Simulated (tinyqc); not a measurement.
Deep trap from a strong local potential in a two-band host (Koster-Slater model with semi-elliptic bands): one step, computed by the program tinyqc.

The valence band spans -2 W_v to 0 and the conduction band E_g to E_g + 2 W_c. The orbital at the impurity site has weight f_v in the valence band and 1 - f_v in the conduction band, each spread as a semi-ellipse (2/(pi W^2)) sqrt(W^2 - x^2) about the band centre. The impurity adds U to this orbital. Spin is left out.

Problem. The same problem as a small matrix. Each band is replaced by n levels e_k = centre + W cos(k pi/(n + 1)) with weights w_k = f (2/(n + 1)) sin^2(k pi/(n + 1)), k = 1..n (valence first); H_kl = e_k delta_kl + U sqrt(w_k w_l).

Inputs (values chosen for the exercise, for a model semiconductor):

| quantity | value | unit |
|---|---|---|
| gap E_g | 2.3 | eV |
| half-width of the valence band W_v | 4.4 | eV |
| half-width of the conduction band W_c | 2.4 | eV |
| valence weight f_v of the site orbital | 0.45 | - |
| impurity potential U | -28.7 | eV |
| levels per band n | 4 | - |

Impurity: attractive, donor-like.

Give: host levels e_k; weights w_k; H.

Solution.

host levels e_k (eV): -0.840  -3.040  -5.760  -7.960  6.642  5.442  3.958  2.758

weights w_k: 0.0622  0.1628  0.1628  0.0622  0.0760  0.1990  0.1990  0.0760

H (eV), lower triangle (symmetric):
```
       1      2       3      4      5      6      7     8
1  -2.63
2  -2.89  -7.71
3  -2.89  -4.67  -10.43
4  -1.78  -2.89   -2.89  -9.74
5  -1.97  -3.19   -3.19  -1.97   4.46
6  -3.19  -5.17   -5.17  -3.19  -3.53  -0.27
7  -3.19  -5.17   -5.17  -3.19  -3.53  -5.71  -1.75
8  -1.97  -3.19   -3.19  -1.97  -2.18  -3.53  -3.53  0.58
```
